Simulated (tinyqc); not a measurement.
Band gaps under pressure and temperature from deformation potentials: one step. How much of dE/dT is thermal expansion. Two cases, with inputs chosen for the exercise.

Question. At 300 K: dE/dT = -aV T (T + 2 bV)/(T + bV)^2; expansion alone gives 3 aT a; the rest is electron-phonon coupling.

Give: dE/dT; from expansion; remainder.

Case 1.

Values chosen (near those of InP, the X and L potentials typical of such crystals; the results hold for these values, not for the real material): aG = -6.5 eV (volume potential of the Gamma gap); aX = 1.18 eV (volume potential of the X gap); aL = -3.27 eV (volume potential of the L gap); aV = (0.364, 0.457, 0.375) meV/K (Varshni alpha of Gamma, X, L); bV = (163, 191, 172) K (Varshni beta of Gamma, X, L); aT = 4.8 1e-6/K (linear thermal expansion near 300 K).

Answer.

dE/dT (meV/K): Gamma -0.3189, X -0.3878, L -0.3252

from expansion (meV/K): Gamma -0.0936, X 0.0170, L -0.0471

remainder (meV/K): Gamma -0.2253, X -0.4048, L -0.2781

Expansion supplies 29 % of the slope at Gamma and 14 % at L; at X it works against the fall.

Case 2.

Values chosen (near those of Si, the X and L potentials typical of such crystals; the results hold for these values, not for the real material): aG = -12.3 eV (volume potential of the Gamma gap); aX = 2.15 eV (volume potential of the X gap); aL = -4.44 eV (volume potential of the L gap); aV = (0.375, 0.473, 0.434) meV/K (Varshni alpha of Gamma, X, L); bV = (115, 596, 312) K (Varshni beta of Gamma, X, L); aT = 2.6 1e-6/K (linear thermal expansion near 300 K).

Answer.

dE/dT (meV/K): Gamma -0.3462, X -0.2637, L -0.3212

from expansion (meV/K): Gamma -0.0959, X 0.0168, L -0.0346

remainder (meV/K): Gamma -0.2503, X -0.2805, L -0.2866

Expansion supplies 28 % of the slope at Gamma and 11 % at L; at X it works against the fall.

Computed by tinyqc, one run a case: `OMP_NUM_THREADS=1 python tinyqc.py N N+1 out.jsonl` with N = 1050014, 1050223; one thread of a shared Intel(R) Xeon(R) Processor @ 2.30GHz, about 0.01 s a run at most.
